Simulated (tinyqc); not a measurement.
## Access strength from the read disturbance

Question. Transistor (EKV form, voltages against the body): I = 2 n b Vt^2 [F(vp - Vs) - F(vp - Vd)] from drain to source, F(v) = ln^2(1 + exp(v/(2 Vt))), vp = (Vg - VT + sg |Vd - Vs|)/n. n-channel bodies are at 0; for the p-channel device all voltages are counted down from Vdd. b in uA/V^2 gives I in uA. In an SRAM read the low node Q obeys In(gate QB, drain Q) = Ip(gate QB, drain Q) + Ia, where the access transistor (threshold VTn) has its gate and drain at Vdd and its source at Q. Find Ia, ba and the cell ratio bn/ba.

Inputs (values chosen for the exercise):
- T = 350 K (temperature)
- Vdd = 0.8 V (supply voltage)
- n = 1.29 (slope factor)
- sg = 0.028 (drain-induced barrier lowering)
- VTn = 0.29 V (n-channel threshold)
- VTp = 0.33 V (p-channel threshold (magnitude))
- bn = 180 uA/V^2 (gain factor of the pull-down transistor)
- bp = 100 uA/V^2 (gain factor of the pull-up transistor)

Constants: q = 1.602176634e-19 C, kB = 1.380649e-23 J/K, Vt = kB T/q. Results are converted to the units shown.

Q and QB in the read (V): 0.11021032  0.79981728

Answer. The node equation gives Ia, which is proportional to ba.

Ia = 8.738 uA
ba = 150.0 uA/V^2
cell ratio = 1.200

Program tinyqc, `OMP_NUM_THREADS=1 python tinyqc.py 2340009 2340010 out.jsonl`; Intel Xeon 2.30GHz, shared host, one thread, about 0.1 s.
